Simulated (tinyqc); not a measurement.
# Changing the misfit f = (b - a)/a

Model: Frenkel-Kontorova chain: a misfit dislocation (kink) in a monolayer on a periodic substrate. Computed by tinyqc, a small Python program. Command: `OMP_NUM_THREADS=1 python tinyqc.py 3027397 3027398 out.jsonl fkchain sweep`. One thread of a shared host (Intel(R) Xeon(R) Processor @ 2.30GHz), about 0.03 s of CPU time with the checks.

E = sum_j [(k/2)(x_(j+1) - x_j - b)^2 + (W/2)(1 - cos(2 pi x_j/a))], x_j = a (j + u_j). A kink takes u from 0 to 1: the chain is stretched by one period and has one atom fewer than wells.

Inputs (values chosen for the exercise, for a model overlayer):

| quantity | value | unit |
|---|---|---|
| spring constant k | 1.85 | eV/angstrom^2 |
| substrate period a | 4.17 | angstrom |
| corrugation W | 1.25 | eV |
| atomic mass M | 65.9 | u |

Constants: nu for 1 eV/(angstrom^2 u) = 15.6333042 THz.

Method. l0 = sqrt(k a^2/(2 W)); kink u(j) = (2/pi) arctan exp(pi j/l0); kink energy at f = 0: E0 = (4/pi) W l0; with misfit E0 - k a^2 f; kinks become favourable at f_c = 2/(pi l0), and a coherent chain with free ends loses stability at f_m = 1/l0. Lowest vibration of the flat chain: nu0 = 15.6333042 THz x sqrt(2 pi^2 W/(a^2 M)).

One run for each value:

| misfit f = (b - a)/a | kink energy with misfit (eV) |
|---|---|
| 0.010 | 5.387 |
| 0.051 | 4.069 |
| 0.093 | 2.717 |
| 0.130 | 1.527 |
| 0.180 | -0.081 |
| 0.220 | -1.368 |
| 0.260 | -2.655 |
| 0.300 | -3.942 |

Describe and explain the trends.

Over the rows, kink energy with misfit (eV) falls from 5.39 to -3.94. It is linear in f, with slope -k a^2, and passes zero at f_c = 0.177, beyond which kinks lower the energy; they enter without a barrier only above f_m = (pi/2) f_c.

Caution (all rows): a corrugation above 1 eV is larger than real overlayers usually show; it is chosen to keep the kink narrow.
